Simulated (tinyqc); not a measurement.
Brillouin zone and empty-lattice bands of the fcc structure, step by step. Values are carried at full precision from step to step, so a last printed digit may differ when a step is redone from the rounded ones.

Primitive vectors a (0,1/2,1/2), a (1/2,0,1/2), a (1/2,1/2,0); one atom. Reciprocal vectors obey a_i.b_j = 2 pi delta_ij; k is given in units of 2 pi/a. Empty-lattice levels are c0 (2 pi/a)^2 |k + G|^2, c0 = hbar^2/2m0. Points: X = (1, 0, 0), L = (0.5, 0.5, 0.5), K = (0.75, 0.75, 0), W = (1, 0.5, 0), U = (1, 0.25, 0.25).

Constants: hbar^2/2m0 = 3.80998211 eV angstrom^2; a0 (Bohr radius) = 0.5291772105 angstrom.

Values chosen for the exercise (out of a larger set: lattice near that of Al; not measured data): a = 4.061 angstrom (lattice constant); Z = 3 (free electrons per atom); V1 = -0.94 eV (atomic form factor on the shell that bounds the zone).

## Reciprocal lattice

Give b1, b2, b3, the cell volume, the zone volume (2 pi)^3/V and the energy unit c0 (2 pi/a)^2.

b1, b2, b3 as rows (2 pi/a):
```
         1        2        3
1  -1.0000   1.0000   1.0000
2   1.0000  -1.0000   1.0000
3   1.0000   1.0000  -1.0000
```

cell volume = 16.743 angstrom^3
zone volume = 14.8150 1/angstrom^3
energy unit = 9.1205 eV

## Shells of G and Bragg planes

List the first six shells of G with their number, the structure factor |sum over atoms of exp(i G.tau)|/(atoms per cell), and the distance |G|/2 of the Bragg plane from Gamma.

Shells:
```
|G|^2 ((2 pi/a)^2)  number  structure factor  |G|/2 (2 pi/a)
3.0000                   8            1.0000          0.8660
4.0000                   6            1.0000          1.0000
8.0000                  12            1.0000          1.4142
11.0000                 24            1.0000          1.6583
12.0000                  8            1.0000          1.7321
16.0000                  6            1.0000          2.0000
```

No structure factor vanishes among these shells.

## The free-electron sphere

n = Z/V, kF = (3 pi^2 n)^(1/3), EF = c0 kF^2, rs = (3/(4 pi n))^(1/3)/a0; compare kF with |k| of the points on the zone surface.

n = 0.17918 1/angstrom^3
kF = 1.1273 2 pi/a
EF = 11.589 eV
rs = 2.079

Points:
```
point  |k| (2 pi/a)  kF/|k|  lowest level (eV)  levels below EF
X            1.0000   1.127              9.120                2
L            0.8660   1.302              6.840                2
K            1.0607   1.063             10.261                3
W            1.1180   1.008             11.401                4
U            1.0607   1.063             10.261                3
```

The sphere encloses the whole first zone, so band 1 is full and the Fermi surface lies in higher bands.

## Empty-lattice levels at Gamma, U and W

Give the five lowest values of |k + G|^2 with their degeneracy (spin not counted).

Levels:
```
point  |k + G|^2  degeneracy   E (eV)
Gamma     0.0000           1    0.000
Gamma     3.0000           8   27.361
Gamma     4.0000           6   36.482
Gamma     8.0000          12   72.964
Gamma    11.0000          24  100.325
U         1.1250           3   10.261
U         2.1250           2   19.381
U         3.1250           1   28.501
U         4.1250           4   37.622
U         5.1250           2   46.742
W         1.2500           4   11.401
W         3.2500           4   29.641
W         5.2500           8   47.882
W         7.2500          12   66.123
W         9.2500           4   84.364
```

The lowest level is 3-fold at U and 4-fold at W: as many zones meet there, and these are the lowest sets at these points on which a weak potential acts.

## The gap at L

At L two waves k and k - G with G = 2k are degenerate at E0. With V = |V1| x structure factor of G the levels are E0 -/+ V, and the masses normal to the face are 1/(1 -/+ 2 E0/V).

structure factor = 1.0000
E0 = 6.840 eV

levels (eV): 5.900  7.780

masses normal to the face, lower and upper (m0): -0.0738  0.0643

EF of the free sphere, 11.59 eV, lies above the gap: the upper band holds electrons here (EF = c0 (3 pi^2 n)^(2/3) for 3 electrons a cell; its shift by the potential is neglected).

## Checks

- a_i.b_j/(2 pi) against the unit matrix: they agree to 1e-10 or better.

(tinyqc, `OMP_NUM_THREADS=1 python tinyqc.py 1881068 1881069 out.jsonl`, Intel(R) Xeon(R) Processor @ 2.30GHz, 1 thread, shared host, about 0.01 s.)
